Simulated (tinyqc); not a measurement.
Inside a calculation. Model: resonant-tunnelling diode, transfer matrices and Tsu-Esaki current.

Numbers from tinyqc (`OMP_NUM_THREADS=1 python tinyqc.py 2600145 2600146 out.jsonl`; about 0.1 s on one thread of a shared Intel Xeon 2.30GHz). Printed values are rounded.

Emitter (band edge 0), barrier d1, well Lw, barrier d2, collector (edge -V). The bias drops linearly over these layers and none in the contacts; each layer is cut into ns equal slices, flat at the value of their centres. E is the energy of motion across the layers, C = hbar^2/(2 m0), psi and psi'/m are continuous. Transport is coherent, T(E) is taken as independent of the transverse momentum, and charge in the well is ignored.

Inputs (values chosen for the exercise); masses and offsets of a made-up heterostructure:
```
symbol,value,unit,meaning
T,77,K,temperature
mw,0.21,m0,"mass in the well, spacer and contacts"
U1,0.82,eV,barrier height
m1,0.25,m0,barrier mass
d1,0.8,nm,emitter barrier
Lw,1.8,nm,well width
d2,0.8,nm,collector barrier
ns,1,,slices in each layer
Ef,0.068,eV,Fermi energy of both contacts above their band edges
V,0.12,V,bias of the collector
E,0.11937,eV,trial energy
```

Constants: q = 1.602176634e-19 C, kB = 1.380649e-23 J/K, hbar = 1.054571817e-34 J s, m0 = 9.1093837015e-31 kg, Vt = kB T/q, hbar^2/(2 m0) = 0.0380998212 eV nm^2. Results are converted to the units shown.

## Slices under bias

U = edge of the layer - V x/Lt at the centre x of each slice, Lt the summed thickness.

U, slice 0 to 2 (eV): [0.8058824, -0.0600000, 0.7141176]
m, slice 0 to 2 (m0): [0.25, 0.21, 0.25]
width, slice 0 to 2 (nm): [0.8, 1.8, 0.8]

## Running product of the slice matrices at the trial energy

For the pair (psi, psi'/m) a flat layer has M = [[cos kd, (m/k) sin kd], [-(k/m) sin kd, cos kd]] with k = sqrt(m (E - U)/C) above its edge U, and M = [[cosh Kd, (m/K) sinh Kd], [(K/m) sinh Kd, cosh Kd]] with K = sqrt(m (U - E)/C) below it. Later slices stand to the left. With M acting on (psi, psi'/m) and v = k/m in each lead, T(E) = 4 vL vR/[(vL vR M12 - M21)^2 + (vR M11 + vL M22)^2]. vL = sqrt(mw E/C)/mw, vR = sqrt(mw (E + V)/C)/mw.

Product after each layer:
```
                 M11   M12 (nm)  M21 (1/nm)        M22
barrier d1  2.822875  0.3109430    22.41126   2.822875
well        4.007074  0.5144152   -17.91488  -2.050295
barrier d2  4.871215  0.6987939    28.28420   4.262761
```

T(E) = 0.04140091

## Transmission at three energies near the peak

three energies (eV): [0.151065, 0.155365, 0.159665]

The same product at each energy.

T(E) at these energies: [0.8261253, 0.9544317, 0.7678629]

## Breit-Wigner parameters from a parabola through 1/T(E)

Near a resonance 1/T(E) = (1/Tp) [1 + (2 (E - Er)/G)^2]. With y = 1/T(E) at E0 - h, E0, E0 + h: a = (y1 + y3 - 2 y2)/(2 h^2), b = (y3 - y1)/(2 h), Er = E0 - b/(2 a), 1/Tp = y2 - b^2/(4 a), G = 2 sqrt(1/(Tp a)), tau = hbar/G.

Er = 0.1548918 eV
Tp = 0.9567391
G = 19.24835 meV
tau = 34.19577 fs

The true maximum of T(E) lies at 0.15478 eV with height 0.9580 and full width 19.13 meV; the fitted G is 0.60 % above that width.

## Current from the resonance alone

J = J0 times the integral over E > 0 of T(E) N(E), N = ln[(1 + exp((Ef - E)/Vt))/(1 + exp((Ef - V - E)/Vt))], J0 = q^2 mw m0 kB T/(2 pi^2 hbar^3) (times 1e-4 for A/cm^2 per eV). For a sharp resonance J = J0 (pi G/2) Tp N(Er), with Er the peak energy, Tp the peak transmission and G the full width at half maximum (in eV). The three values given are estimates from a parabola through three points of 1/T(E).

J0 = 2.254991e7 A/(cm^2 eV)
N(Er) = 2.054883e-6
J = 0.001340413 kA/cm^2

The full integral over T(E) gives 5.838 kA/cm^2; the value above is 2.3e-4 times it. With the exact position, height and width of the peak (Er = 0.15478 eV, Tp = 0.9580, G = 19.13 meV) the formula is 2.3e-4 times it. Er lies 13 kB T above Ef, where N is small, so the tail of the resonance below Ef carries most of the current.
